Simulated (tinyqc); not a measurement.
Inside a calculation. Model: MOSFET in the linear regime without short-channel effects, parameter extraction from computed curves.

tinyqc, about 0.01 s, one thread, Intel Xeon 2.30GHz (shared host): `OMP_NUM_THREADS=1 python tinyqc.py 2210049 2210050 out.jsonl` Printed values are rounded.

Inversion charge Q = Cox n Vt W0(exp((Vg - VT)/(n Vt))), W0 the Lambert function and n = nf; u = Q/Cox; mobility mu = mu0/(1 + th1 u + th2 u^2); channel resistance Rch = (L - dL)/(W mu Q); Id = Vd/(Rch + Rsd/W). Cox = eps0 eox/tox. Small Vd, no channel-length or drain effects.

Values chosen for this exercise; channel values of the order met in silicon transistors:
- T = 300 K (temperature)
- eox = 22.1 (relative permittivity of the gate insulator (close to hafnium oxide))
- tox = 22 nm (insulator thickness)
- mu0 = 150 cm^2/(V s) (low-field mobility)
- th1 = 0.12 1/V (first mobility attenuation factor)
- th2 = 0 1/V^2 (second mobility attenuation factor)
- VT = 0.6 V (threshold voltage)
- nf = 1.24 (body factor)
- W = 1 um (gate width)
- L = 0.063 um (drawn gate length)
- dL = 0.003 um (drawn less effective length)
- Rsd = 390 ohm um (source plus drain resistance)
- Vd = 0.025 V (drain voltage)

Constants: q = 1.602176634e-19 C, kB = 1.380649e-23 J/K, Vt = kB T/q, eps0 = 8.8541878128e-14 F/cm where lengths are in cm. Results are converted to the units shown.

## Transfer curve

Vg, point 0 to 11 (V): 0.36  0.48  0.6  0.72  0.84  0.96  1.08  1.2  1.32  1.44  1.56  1.68

u, mu, Rch and Id as defined.

```
point       u (V)  mu (cm^2/(V s))  Rch (ohm)     Id (uA)
0      1.79557e-5          150.000  2.50461e7  9.98144e-4
1      7.41540e-4          149.987  6.06521e5   0.0411922
2       0.0181806          149.673    24790.2    0.992845
3       0.0877276          148.437    5180.29     4.48810
4        0.183986          146.760    2498.28     8.65566
5        0.289459          144.965    1607.62     12.5149
6        0.399158          143.144    1180.64     15.9171
7        0.511226          141.330    933.655     18.8871
8        0.624795          139.538    773.754     21.4822
9        0.739396          137.776    662.192     23.7599
10       0.854749          136.046    580.109     25.7703
11       0.970672          134.351    517.274     27.5551
```

## Threshold and mobility at the peak transconductance

gm_i = (Id_(i+1) - Id_(i-1))/(Vg_(i+1) - Vg_(i-1)); at the point j of largest gm the tangent meets the axis at V_ext = Vg_j - Id_j/gm_j; field-effect mobility gm_j L/(W Cox Vd) with the drawn L.

gm, point 1 to 10 (uS): 4.13269  18.5288  31.9284  33.4450  30.2561  26.5508  23.1879  20.3035  17.8671  15.8131
j = 4
V_ext = 0.581197 V
field-effect mobility = 94.7574 cm^2/(V s)

V_ext is 19 mV below the model VT, and the mobility so found is 40 % below mu0 L/(L - dL) = 158 cm^2/(V s), the value for the drawn L; attenuation, series resistance and the slow approach of Q to a straight line all lower the peak gm.

## The Y function

Y_i = Id_i/sqrt(gm_i). For Id = beta Vd x/(1 + th x), x = Vg - VT, Y = sqrt(beta Vd) x whatever th. Slope s from points 7 and 10; VT_Y = Vg - Y/s at point 10; beta = s^2/Vd; mobility beta L/(W Cox) with the drawn L; th* = (beta Vd x/Id - 1)/x at point 10.

Y, point 1 to 10 (uA^0.5 V^0.5): 0.0202628  0.230652  0.794281  1.49670  2.27521  3.08905  3.92224  4.76753  5.62106  6.48053
s = 7.10636 uA^0.5 V^-0.5
VT_Y = 0.648066 V
beta = 2020.01 uA/V^2
mobility from Y = 143.079 cm^2/(V s)
th* = 0.863063 1/V

The mobility from Y is 9.2 % below mu0 L/(L - dL) = 158 cm^2/(V s), which it should reach in deep inversion when th2 = 0. th* compares with th1 + mu0 Cox Rsd/(L - dL) = 0.987 1/V, since series resistance enters like th1.
